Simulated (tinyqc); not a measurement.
Which stress helps holes along [110]: six-band Luttinger-Kohn model with strain.

Six-band Luttinger-Kohn model in the basis |3/2,3/2>, |3/2,1/2>, |3/2,-1/2>, |3/2,-3/2>, |1/2,1/2>, |1/2,-1/2>, electron energies, zero at the top of the unstrained valence band. H = -[rows: (P+Q, -S, R, 0, -S/r2, r2 R); (-S*, P-Q, 0, R, -r2 Q, r32 S); (R*, 0, P-Q, S, r32 S*, r2 Q); (0, R*, S*, P+Q, -r2 R*, -S*/r2); (-S*/r2, -r2 Q, r32 S, -r2 R, P+Dso, 0); (r2 R*, r32 S*, r2 Q, -S/r2, 0, P+Dso)], r2 = sqrt(2), r32 = sqrt(3/2). Levels are twofold.

P = c g1 k^2 - av tr(e); Q = c g2 (kx^2 + ky^2 - 2 kz^2) - (b/2)(exx + eyy - 2 ezz); R = c sqrt3 [-g2 (kx^2 - ky^2) + 2i g3 kx ky] + (sqrt3/2) b (exx - eyy) - i d exy; S = 2 c sqrt3 g3 (kx - i ky) kz - d (exz - i eyz); c = hbar^2/2m0, e the strain tensor (not engineering shear).

s11 = (C11 + C12)/((C11 - C12)(C11 + 2 C12)), s12 = -C12/((C11 - C12)(C11 + 2 C12)), s44 = 1/C44; exx = s11 sxx + s12 (syy + szz) and cyclic, exy = s44 sxy/2; tension is positive. A uniaxial stress X along the unit vector n is s_ij = X n_i n_j.

Constants: hbar^2/2m0 = 3.80998211 eV angstrom^2.

Inputs chosen for the exercise (near those of Si; shifted at random, so the results belong to these values and not to a real crystal):
- Dso = 0.042 eV (spin-orbit splitting)
- g1 = 4.27 (Luttinger gamma1)
- g2 = 0.34 (gamma2)
- g3 = 1.44 (gamma3)
- av = 2.43 eV (valence hydrostatic potential)
- b = -1.98 eV (tetragonal shear potential)
- d = -4.77 eV (trigonal shear potential)
- C11 = 161.7 GPa
- C12 = 64 GPa
- C44 = 83.5 GPa
- X1 = 1.7 GPa (size of the stress)

Each load has size X1 (biaxial: sxx = syy); masses are curvatures of the top pair at k = 0.

Results:
```
load,splitting (meV),top edge (meV),m [110],m [001]
"uniaxial [110], compression",77.9,34.7,0.115,0.276
"uniaxial [110], tension",24.9,44.8,0.391,0.201
"uniaxial [100], compression",92.6,43.9,0.218,0.276
"uniaxial [100], tension",23.8,48.7,0.244,0.217
"uniaxial [111], compression",73.9,31.7,0.143,0.234
"uniaxial [111], tension",22.8,42.3,0.353,0.234
"biaxial (001), compression",23.8,5.9,0.217,0.279
"biaxial (001), tension",92.6,86.7,0.276,0.179
```

What can be read from this table?

The lightest mass along [110] (0.115) comes with uniaxial [110], compression. The largest splitting (92.6 meV) comes with uniaxial [100], compression; biaxial (001), tension. The heaviest mass along [001] (0.279), which lowers the confinement energy in a (001) channel, comes with biaxial (001), compression. The splitting per GPa follows b (s11 - s12) for loads along cube axes and d s44 for [111]: here 2 |b| (s11 - s12) = 40.5 and |d| s44/sqrt3 = 33.0 meV per GPa in the limit of large Dso; where the splitting nears Dso, mixing with the split-off band makes it depend on the sign of the load.

tinyqc: `OMP_NUM_THREADS=1 python tinyqc.py 1050930 1050931 out.jsonl`; about 0.2 s, one thread, shared Intel(R) Xeon(R) Processor @ 2.30GHz.
